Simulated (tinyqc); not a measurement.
Thickness and doping from the maximum and minimum capacitance.

Question. A MOS capacitor has Cmax = Cox = eps0 eox/tox and 1/Cmin = 1/Cox + Wm/(eps0 eps_r), with Wm = sqrt(4 eps0 eps_r Vt ln(N/ni)/(q N)) and N well above ni. Find tox, Wm and N.

Inputs (values chosen for the exercise); band and dielectric values close to those of In0.53Ga0.47As:
- T = 300 K (temperature)
- eps_r = 13.7 (relative permittivity)
- eox = 22.6 (relative permittivity of the gate insulator (close to hafnium oxide))

Constants: q = 1.602176634e-19 C, kB = 1.380649e-23 J/K, Vt = kB T/q, eps0 = 8.8541878128e-14 F/cm where lengths are in cm. Results are converted to the units shown.

Cmax = 1.4293189 uF/cm^2
Cmin = 0.18079321 uF/cm^2
ni = 8.6454388e11 cm^-3

Answer. Cmax gives tox and the series difference Wm. N follows by iterating N = 4 eps0 eps_r Vt ln(N/ni)/(q Wm^2); ln(N/ni)/N falls steadily for N > e ni, so there is one root in that range.

tox = 14.0 nm
Wm = 58.6 nm
N = 2.90e17 cm^-3

Computed by the program tinyqc: `OMP_NUM_THREADS=1 python tinyqc.py 2060137 2060138 out.jsonl`, one thread of a shared Intel Xeon 2.30GHz, about 0.01 s for the whole run.
